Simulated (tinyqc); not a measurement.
Single-photon avalanche diode, trigger probability and counting: one step of the calculation.

A multiplication layer of width W with the uniform field V/W; alpha = an exp(-bn/E) for electrons, beta = ap exp(-bp/E) for holes (local model, no dead space). a = alpha W, b = beta W. Electrons enter at x = 0, holes at x = W. P0 is the probability that an electron entering at 0 starts a lasting avalanche, PW the same for a hole entering at W.

Problem. Detection, dark counts, afterpulses and dead-time loss. Pm is the mean trigger probability of pairs made evenly in the layer. PDP = eta P0; dark counts Gd Pm; avalanche charge Cd Vx/q; afterpulse probability pa (Cd Vx/q) exp(-td/tt) Pm; true rate n = nph PDP + dark counts; measured n/(1 + n td) (non-paralysable) or n exp(-n td) (paralysable); recharge time Rq Cd.

Inputs (values chosen for the exercise); ionisation coefficients close to those of germanium: excess bias Vx = 1.1 V; probability that a photon makes a pair that enters the layer eta = 0.34; thermal generation rate in the layer Gd = 23000 1/s; dead time td = 50 ns; diode capacitance Cd = 67 fF; quench resistance Rq = 200 kohm; trapping probability per avalanche carrier pa = 2.2e-7; trap release time tt = 28 ns; photon rate nph = 6.1e6 1/s.

Constants: q = 1.602176634e-19 C. Results are converted to the units shown.

P0 = 0.71331493
Pm = 0.83131467

Wanted: PDP; dark counts; avalanche charge; afterpulse probability; true rate; measured, non-paralysable; measured, paralysable; recharge time.

Solution.

PDP = 0.2425
dark counts = 1.912e4 1/s
avalanche charge = 4.600e5 electrons
afterpulse probability = 1.411 %
true rate = 1.499e6 1/s
measured, non-paralysable = 1.394e6 1/s
measured, paralysable = 1.390e6 1/s
recharge time = 13.40 ns

Dead time hides 7.0 % of the events in the first model and 7.2 % in the second.

Computed by the program tinyqc: `OMP_NUM_THREADS=1 python tinyqc.py 2630037 2630038 out.jsonl`, one thread of a shared Intel Xeon 2.30GHz, about 0.01 s for the whole run.
